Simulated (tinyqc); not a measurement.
Swing of the coupled dose with resist thickness: standing waves and exposure in a photoresist film.

Normal incidence from air. Unexposed resist: N1 = n1 + i k1 with k1 = (A + B) lam/(4 pi), lam in micrometres. r01 = (1 - N1)/(1 + N1), t01 = 2/(1 + N1). Below the resist lie the layer Na = na + i ka and the substrate Ns = ns + i ks: r12 = (r1a + ras x)/(1 + r1a ras x), x = exp(4 pi i Na da/lam), r1a = (N1 - Na)/(N1 + Na), ras = (Na - Ns)/(Na + Ns). With p = exp(2 pi i N1 d/lam), the field at depth z is E(z) = t01 [exp(2 pi i N1 z/lam) + r12 p^2 exp(-2 pi i N1 z/lam)]/(1 + r01 r12 p^2), the relative intensity I(z) = n1 |E(z)|^2 and the reflectance R = |(r01 + r12 p^2)/(1 + r01 r12 p^2)|^2.

Parameters, chosen for this exercise (a resist on Al, indices near tabulated ones; the results hold for these values, not for the real material):

| symbol | value | unit | meaning |
|---|---|---|---|
| lam | 248 | nm | vacuum wavelength |
| n1 | 1.773 |  | resist index |
| A | 0.03 | 1/micrometre | bleachable absorption (Dill A) |
| B | 0.37 | 1/micrometre | fixed absorption (Dill B) |
| d | 356 | nm | resist thickness |
| ns | 0.19 |  | substrate n |
| ks | 2.865 |  | substrate k |
| na | 1.76 |  | n of the bottom antireflection layer |
| ka | 0.434 |  | its k |
| da | 21 | nm | its thickness |

The mean of I is taken over 800 depths; the relative dose to clear is taken as 1/(mean of I over the lowest period, 60 depths), scaled to 1 in the first row.

Swing:

| d (nm) | R | mean I | relative dose |
|---|---|---|---|
| 356.0 | 0.0396 | 1.3692 | 1.000 |
| 367.7 | 0.2055 | 1.1413 | 1.221 |
| 379.3 | 0.3630 | 0.9060 | 1.532 |
| 391.0 | 0.3999 | 0.8348 | 1.630 |
| 402.6 | 0.3101 | 0.9431 | 1.423 |
| 414.3 | 0.1180 | 1.2042 | 1.122 |
| 425.9 | 0.0342 | 1.3312 | 1.036 |
| 437.6 | 0.1958 | 1.1143 | 1.256 |
| 449.3 | 0.3526 | 0.8891 | 1.570 |
| 460.9 | 0.3889 | 0.8239 | 1.667 |
| 472.6 | 0.2989 | 0.9311 | 1.458 |
| 484.2 | 0.1116 | 1.1777 | 1.159 |
| 495.9 | 0.0299 | 1.2951 | 1.073 |

What can be read from this table?

The period is 69.9 nm, six rows. The relative dose swings between 1.000 and 1.667, a ratio (max - min)/mean of 0.506, against the estimate 4 sqrt(|r01|^2 |r12|^2) exp(-(A + B) d) = 0.488 for the oscillating part alone; the ratio from the table also holds the slow rise from absorption, 7.3 % over two periods, so the two are not strictly comparable.

Run: tinyqc, `OMP_NUM_THREADS=1 python tinyqc.py 1682578 1682579 out.jsonl`; Intel(R) Xeon(R) Processor @ 2.30GHz, one thread, shared host; about 0.01 s of CPU time with all checks.
